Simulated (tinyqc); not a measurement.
Input admittance of a MOSFET at zero drain bias: distributed channel and distributed gate: two steps of the calculation.

Source and drain grounded, strong inversion, w = 2 pi f, Cox = eps0 eox/tox. The channel is an RC line of resistance 1/(mu Cox Vo) per square fed from both ends, so one finger has the intrinsic admittance y = i w Cox L tanh(g)/g per width, g = (1/2) sqrt(i w tau), tau = L^2/(mu Vo). The vertical resistance rv/L is in series with y, the overlaps 2 i w Cov in parallel: y_t = 1/(1/y + rv/L) + 2 i w Cov. The gate strip is a line of Rsh/L per length loaded by y_t, so a finger has Y = y_t Wf tanh(k)/k, k = (Wf/sd) sqrt(y_t Rsh/L); the device has Nf Y.

Parameters, values chosen for the exercise; values of the order met in silicon radio-frequency transistors: relative permittivity of the gate insulator (close to silicon dioxide) eox = 3.9; insulator thickness tox = 5.8 nm; channel length L = 0.24 um; finger width Wf = 2 um; number of fingers Nf = 32; channel mobility mu = 280 cm^2/(V s); gate overdrive Vo = 0.36 V; sheet resistance of the gate Rsh = 6.1 ohm/square; vertical resistivity of the gate stack rv = 1.8 ohm um^2; number of ends at which a finger is contacted sd = 1; overlap and fringe capacitance on each side Cov = 0.34 fF/um; frequency f = 43 GHz.

Constants: eps0 = 8.8541878128e-14 F/cm where lengths are in cm. Results are converted to the units shown.

Question 1. Low-frequency resistances and capacitance. Low-frequency limits, with c = Cox L and ct = c + 2 Cov: R_strip = Rsh Wf/(3 sd^2 L Nf), R_ch = (c/ct)^2 L/(12 mu Cox Vo Wf Nf), R_vert = (c/ct)^2 rv/(L Wf Nf), C = ct Wf Nf.

Wanted: parts; sum; C; 1/(2 pi R C).

Answer 1.

parts (ohm): strip 0.5295, channel 2.391, vertical 0.05380
sum = 2.974 ohm
C = 135.0 fF
1/(2 pi R C) = 396.5 GHz

The channel term is the largest, 80.4 % of the sum.

Question 2. Input impedance of the device. k and Y as defined; Z = 1/(Nf Y) = R + 1/(i w C); Q = |Im Z|/R; signal at the point farthest from a contact |1/cosh k|.

y_t = 49.55439+562.00810i uS/um

Wanted: k; Nf Y; R; C; Q; signal at the far point.

Answer 2.

k = 0.17663+0.16174i
Nf Y = 3.847+35.833i mS
R = 2.9618 ohm
C = 134.15 fF
Q = 9.3151
signal at the far point = 0.99722

Program tinyqc, `OMP_NUM_THREADS=1 python tinyqc.py 2262091 2262092 out.jsonl`; Intel Xeon 2.30GHz, shared host, one thread, about 0.01 s.
